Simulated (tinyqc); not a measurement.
# From peak temperature T_p back to cross-section sigma_0

Model: deep-level transient spectroscopy (DLTS) of one majority-carrier trap. Computed by tinyqc, a small Python program. Command: `OMP_NUM_THREADS=1 python tinyqc.py 3006565 3006566 out.jsonl dlts inv`. One thread of a shared host (Intel(R) Xeon(R) Processor @ 2.30GHz), about 0.2 s of CPU time with the checks.

A filling pulse loads the traps in a one-sided junction; under reverse bias they empty at the rate e, and the capacitance relaxes as C(t) = C_0 - dC exp(-e t). The signal is S = [C(t_2) - C(t_1)]/dC.

Inputs (values chosen for the exercise, with mass and screening modelled on GaP): density-of-states mass m = 0.507 m_0; valleys M = 3; trap depth E_t = 0.828 eV; degeneracy ratio g = 1; gate time t_1 = 0.009 s; ratio t_2/t_1 = 10; temperature T = 524 K; capture barrier E_b = 0.057 eV.

Carriers: electrons. Extra term: capture barrier.

Constants: k_B = 8.617333262e-05 eV/K; k_B = 1.380649e-23 J/K; m_0 = 9.1093837015e-31 kg; h = 6.62607015e-34 J s.

Method:
- e = g sigma v N_b exp(-E/k_B T), v = sqrt(3 k_B T/m), N_b = 2 M (2 pi m k_B T/h^2)^(3/2), sigma = sigma_0 exp(-E_b/k_B T), E = E_t.
- S(e) = exp(-e t_1) - exp(-e t_2) peaks at the rate window e_0 = ln(t_2/t_1)/(t_2 - t_1).
- T_p solves e(T) = e_0 (bisection between 15 and 1500 K); the half-height points solve S = S_max/2 on either side.

Task: A run gave the result below. Find the cross-section sigma_0, known to lie between 7.8e-16 and 1.6e-15 cm^2.

peak temperature T_p = 420.3059 K

Result:

Each step takes the trial c = (a f_b - b f_a)/(f_b - f_a), f being the result less the target and a, b, c the logarithms of the listed values; c replaces end b, the old b replaces a if the sign of f changed, and otherwise f_a is halved.

Scan of the range:
```
cross-section sigma_0 (cm^2)  peak temperature T_p (K)
7.80e-16                                       428.946
8.79e-16                                       426.979
9.91e-16                                       425.022
1.12e-15                                       423.043
1.26e-15                                       421.155
1.42e-15                                       419.255
1.60e-15                                       417.375
```

False position (Illinois rule, in the logarithm of the input) inside the bracket:
```
step        end a        end b        trial  peak temperature T_p (K)
1     1.26000e-15  1.42000e-15  1.32917e-15                   420.304
2     1.26000e-15  1.32917e-15  1.32883e-15                   420.308
3     1.32917e-15  1.32883e-15  1.32900e-15                   420.306
```

Peak temperature T_p falls at every point of a 13-point scan of the range (every second point is shown), so one value fits; it is bracketed by 1.26e-15 and 1.42e-15. Answer: cross-section sigma_0 = 1.329e-15 cm^2.
